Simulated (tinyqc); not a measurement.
Single-electron transistor, orthodox theory and master equation: one step of the calculation.

A metal island with n extra electrons joins the left lead (voltage V) and the right lead (0 V) by tunnel junctions and couples to a gate. Cs = CL + CR + Cg. Adding electron n + 1 costs mu(n) = [q (n + 1/2) - CL V - Cg Vg]/Cs (in volts); the Fermi levels are -V (left) and 0 (right). A jump that gains the energy W has the rate G(W) = (W/q)/(R [1 - exp(-W/Vt)]), W in volts, Vt = kB T/q. Sequential tunnelling only; I > 0 flows from left to right.

Problem. Probabilities and current. Steady state: p(n + 1)/p(n) = (sum of on rates)/(sum of off rates), normalised. I = q sum_n [p(n + 1) (off to left) - p(n) (on from left)].

Inputs (values chosen for the exercise): lowest charge state kept n0 = -1; highest charge state kept n1 = 1.

Constants: q = 1.602176634e-19 C. Results are converted to the units shown.

```
n to n + 1, n	on from left (1/ns)	on from right (1/ns)	off to left (1/ns)	off to right (1/ns)
-1	14.005920	0.44972617	0.032027315	2.5334783e-5
0	0.068615013	0.020373436	11.921168	0.087201531
```

Wanted: p(n); I; mean n.

Solution.

p(n), n -1 to 1: 0.0021962  0.99046  0.0073399
I = 0.0032847 nA
mean n = 5.1437e-3

Two plain resistors in series would pass 0.0267 nA; this is 12.3 % of that. One charge state holds over 99 % of the weight.

Range of the model: Cotunnelling, which dominates deep in the blockade, is left out.

Program tinyqc, `OMP_NUM_THREADS=1 python tinyqc.py 2780113 2780114 out.jsonl`; Intel Xeon 2.30GHz, shared host, one thread, about 0.01 s.
